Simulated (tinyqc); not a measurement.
From results back to parameters: three-band tight binding of a dichalcogenide monolayer. Five cases, with inputs chosen for the exercise.

Problem. In the three-band model the dz2 level is e1 + 6 t0 at Gamma and e1 - 3 t0 at K; without spin-orbit coupling the other levels are e2 + 3 s at Gamma (twofold) and e2 - 3s/2 -/+ 3 sqrt3 t12 at K, s = t11 + t22, t12 > 0. The levels below come from hidden values.

Case 1.

dz2 levels (eV): Gamma -0.1330, K 1.7570

other levels (eV): Gamma 2.96200, K lower -0.00945, K upper 3.90845

Case 2.

dz2 levels (eV): Gamma -0.0760, K 1.6070

other levels (eV): Gamma 2.91600, K lower -0.04212, K upper 3.40812

Case 3.

dz2 levels (eV): Gamma -0.2780, K 1.5670

other levels (eV): Gamma 3.07800, K lower 0.03786, K upper 3.43614

Case 4.

dz2 levels (eV): Gamma -0.2890, K 1.5560

other levels (eV): Gamma 3.08300, K lower 0.07125, K upper 3.44875

Case 5.

dz2 levels (eV): Gamma -0.3260, K 1.5730

other levels (eV): Gamma 3.09200, K lower -0.00460, K upper 3.49760

Find: e1, t0, e2, t11 + t22, t12.

Solution. The dz2 levels differ by 9 t0. The level at Gamma lies 9s/2 above the mean of the two at K, whose splitting is 6 sqrt3 t12. t1, t2 and t11 - t22 need masses or other points.

Case 1.

e1, t0, e2, t11 + t22, t12 (eV): 1.127  -0.210  2.287  0.225  0.377

Case 2.

e1, t0, e2, t11 + t22, t12 (eV): 1.046  -0.187  2.094  0.274  0.332

Case 3.

e1, t0, e2, t11 + t22, t12 (eV): 0.952  -0.205  2.184  0.298  0.327

Case 4.

e1, t0, e2, t11 + t22, t12 (eV): 0.941  -0.205  2.201  0.294  0.325

Case 5.

e1, t0, e2, t11 + t22, t12 (eV): 0.940  -0.211  2.195  0.299  0.337

Computed by tinyqc, one run a case: `OMP_NUM_THREADS=1 python tinyqc.py N N+1 out.jsonl` with N = 1451420, 1451438, 1451447, 1451497, 1451506; one thread of a shared Intel(R) Xeon(R) Processor @ 2.30GHz, about 0.02 s a run at most.
